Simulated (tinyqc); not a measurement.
Worked calculation: band-to-band tunnelling across a p-n junction in a two-band chain. Values are carried at full precision from step to step, so a last printed digit may differ when a step is redone from the rounded ones.

Sites alternate A at -Eg/2 and C at +Eg/2 with hopping -t; near the edges, with k counted from the zone boundary pi/a, E^2 = (Eg/2)^2 + (t a k)^2, so t = sqrt(c Eg/m)/a gives the mass m, c = hbar^2/2m0. In the gap cosh(q a) = 1 + (Eg^2/4 - e^2)/(2 t^2), e the energy from the local mid-gap. The potential is V0 = Eg + ov on the p side (left), 0 on the n side, and falls linearly over the 2N sites of the junction, V_j = V0 (1 - j/(2N + 1)), j = 1 to 2N, site 1 being A. E = Eg/2 + x ov. A half chain that ends on a site of level e1 with neighbour e2 has g = (1 + z)/(E - e1), z = exp(-/+ i k a) the root with Im g < 0, cos(k a) = (E - e1)(E - e2)/(2 t^2) - 1. S_L = t^2 g (ending on C, shifted by V0), S_R = t^2 g (starting on A). T = 4 Im(S_L) Im(S_R) |G_(1,2N)|^2.

Constants: hbar^2/2m0 = 3.80998211 eV angstrom^2.

Parameters, chosen for this exercise (gap and mass near those of Ge (direct gap); not measured data):

| symbol | value | unit | meaning |
|---|---|---|---|
| Eg | 0.819 | eV | gap |
| m | 0.0408 | m0 | mass of electron and light hole |
| a | 4 | angstrom | period (two sites) |
| ov | 0.44 | eV | overlap: top of the valence band on the p side above the conduction edge on the n side |
| N | 4 |  | periods in the small junction |
| x | 0.23 |  | energy above the n-side conduction edge, as a share of ov |

## Hopping, field and tunnelling length

Form t, V0, E, the field F = V0/((2N + 1) a/2) (1 V/angstrom = 100 MV/cm) and the length Eg/F over which E lies in the gap.

t = 2.1863 eV
V0 = 1.2590 eV
E = 0.5107 eV
F = 6.994 MV/cm
tunnelling length = 11.71 angstrom

So short a junction keeps the matrix small; its field is above the 1 to 3 MV/cm of tunnel diodes.

## Self-energies of the two sides

Form cos(k a) and S for each side.

cos(k a): left -0.958968, right -0.990259

S_L, S_R (eV): -0.16940-1.17049i  0.05060-0.72327i

## Recursive Green function

g_1 = 1/(E - e_1 - S_L); g_j = 1/(E - e_j - t^2 g_(j-1)), with S_R also subtracted at the last site; G_1j = G_1(j-1) (-t) g_j, G_11 = g_1; e_j is the site level plus V_j. The self-energies stand in the order S_L, S_R.

Sweep:

| j | e_j (eV) | g_j (1/eV) | G_1j (1/eV) |
|---|---|---|---|
| 1 | 0.7096 | -0.0215-0.8538i | -0.0215-0.8538i |
| 2 | 1.3887 | -0.0449-0.2365i | 0.4394-0.0950i |
| 3 | 0.4298 | 0.2165-0.8280i | -0.0360+0.8403i |
| 4 | 1.1089 | -0.0891-0.2159i | -0.4037+0.1467i |
| 5 | 0.1501 | 0.4671-0.6130i | 0.2157-0.6908i |
| 6 | 0.8292 | -0.1690-0.1941i | 0.3729-0.1637i |
| 7 | -0.1297 | 0.4895-0.3136i | -0.2868+0.4309i |
| 8 | 0.5494 | -0.2241-0.2050i | -0.3337+0.0826i |

T = 0.4001

## WKB for the same field

T = exp(-2 I/F), I = integral of q de across the gap. Continuum: q = sqrt(Eg^2/4 - e^2)/(t a), I = pi Eg^2/(8 t a). Lattice: q from the cosh formula, 12 Gauss-Legendre points in u with e = (Eg/2) sin(u), u from -pi/2 to pi/2. F in V/angstrom is the value in MV/cm over 100.

I (eV/angstrom): continuum 0.030120, lattice 0.030087

T by WKB: continuum 0.4226, lattice 0.4230

The chain gives 0.4001, 0.946 times the lattice WKB value; the exponent is only 0.86, and reflections at the two kinks of the potential count.

## Checks

- G_(1,2N) from the sweep against inversion of the whole matrix (size): both 0.34372.

(tinyqc, `OMP_NUM_THREADS=1 python tinyqc.py 1482704 1482705 out.jsonl`, Intel(R) Xeon(R) Processor @ 2.30GHz, 1 thread, shared host, about 0.01 s.)
